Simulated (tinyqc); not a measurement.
# Dopant redistribution at a moving silicon-oxide interface during parabolic oxidation, step by step

A worked calculation. Computed by tinyqc, a small Python program that keeps every step. Command: `OMP_NUM_THREADS=1 python tinyqc.py 3005310 3005311 out.jsonl segox walk`. One thread of a shared host (Intel(R) Xeon(R) Processor @ 2.30GHz), about 0.01 s of CPU time with the checks. Intermediate numbers are printed to about 7 digits and carried at full precision; extremes and crossings named in words are read from the listed rows.

Uniformly doped silicon is oxidised with x_ox = sqrt(B t); the interface advances into the silicon by alpha x_ox, alpha = 0.44. The dopant does not move in the oxide, and at the interface C(silicon) = m C(oxide).

Inputs (values chosen for the exercise, modelled on antimony in silicon under dry oxygen):
```
quantity                                           value    unit
dopant prefactor D0                                 3.99  cm^2/s
dopant activation energy E                          3.85      eV
oxidation prefactor B0                               762  um^2/h
oxidation activation energy E_B                     1.23      eV
segregation coefficient m = C(silicon)/C(oxide)      6.9       -
bulk doping C_B                                  2.2e+15  1/cm^3
temperature T                                       1175       C
time t                                              0.37       h
```

Constants: k_B = 8.617333262e-05 eV/K.

## Rates

D = D0 exp(-E/(k_B T)), converted with 1 cm^2/s = 3.6e11 um^2/h; B = B0 exp(-E_B/(k_B T)); s = alpha sqrt(B/(4 D)), the interface advance over 2 sqrt(D t). Temperatures in kelvin are T(C) + 273.15.

D = 0.05737209 um^2/h

B = 0.03993662 um^2/h

s = 0.1835515

oxide thickness = 0.1215588 um

diffusion length 2 sqrt(D t) = 0.2913944 um

Diffusion outruns the interface. Caution: in this case the oxide is not much thicker than a typical Deal-Grove length A, so real growth is slower than parabolic. Caution: parabolic growth needs an oxide much thicker than the Deal-Grove length A, which fails for thin films and low temperatures; oxidation-enhanced or retarded diffusion is ignored.

## Interface concentration

With the dopant diffusivity D and s = alpha x_ox/(2 sqrt(D t)), in the silicon C = C_B + (C_s - C_B) erfc(y/(2 sqrt(D t)))/erfc(s), y from the original surface. Dopant balance at the interface gives C_s/C_B = 1/[1 + (1/(m alpha) - 1) g], g = sqrt(pi) s exp(s^2) erfc(s).

g = 0.2675679

ratio C_s/C_B = 1.218674

C_s in the silicon = 2.681083e+15 1/cm^3

concentration in the oxide = 3.885628e+14 1/cm^3

m alpha = 3.036: the oxide rejects dopant, which piles up in the silicon. For a very fast interface the ratio would tend to m alpha.

## Dose moved

Consumed silicon held alpha x_ox C_B; the oxide holds x_ox times the dopant concentration in the oxide; the difference is the excess in the silicon; 1 um = 1e-4 cm.

dopant in the consumed silicon = 1.176690e+10 1/cm^2

dopant in the oxide = 4.723324e+09 1/cm^2

excess in the silicon = 7.043571e+09 1/cm^2

## Profile below the interface

Depths z are counted from the present interface: y/(2 sqrt(D t)) = s + z/(2 sqrt(D t)); take z/(2 sqrt(D t)) = 0, 0.05, 0.1, 0.2, 0.3, 0.5, 0.75, 1, 1.5.

Profile:
```
z/(2 sqrt(D t))     z (um)     C/C_B
0.00             0.0000000  1.218674
0.05             0.0145697  1.203822
0.10             0.0291394  1.189313
0.20             0.0582789  1.161568
0.30             0.0874183  1.135869
0.50             0.1456972  1.091767
0.75             0.2185458  1.051357
1.00             0.2913944  1.025897
1.50             0.4370916  1.004749
```

## Temperature and segregation coefficient

The formulas are those given above.

C_s/C_B:
```
T (C)         s    this m    m = 0.2  m = 1/alpha    m = 10
850    3.827988  2.855130  0.0905701            1  3.979058
900    2.150006  2.590823  0.0953380            1  3.418953
950    1.265876  2.214864  0.1055242            1  2.717539
1000   0.776983  1.849002  0.1235193            1  2.123504
1050   0.494827  1.571579  0.1510456            1  1.721389
1100   0.325661  1.384392  0.1890027            1  1.470453
1150   0.220721  1.262547  0.2373253            1  1.315119
1200   0.153600  1.183134  0.2948062            1  1.217071
```

s falls from 3.83 to 0.154 as T rises, because diffusion has the larger activation energy (3.85 against 1.23 eV); the ratio for this m moves from 2.855 to 1.183, towards 1. At m = 1/alpha the oxide takes exactly what the silicon held, and nothing moves. The ratio does not depend on time, since both lengths grow as sqrt(t).

Checks made by the program: excess against the integral of the profile (relative difference below 1e-10).
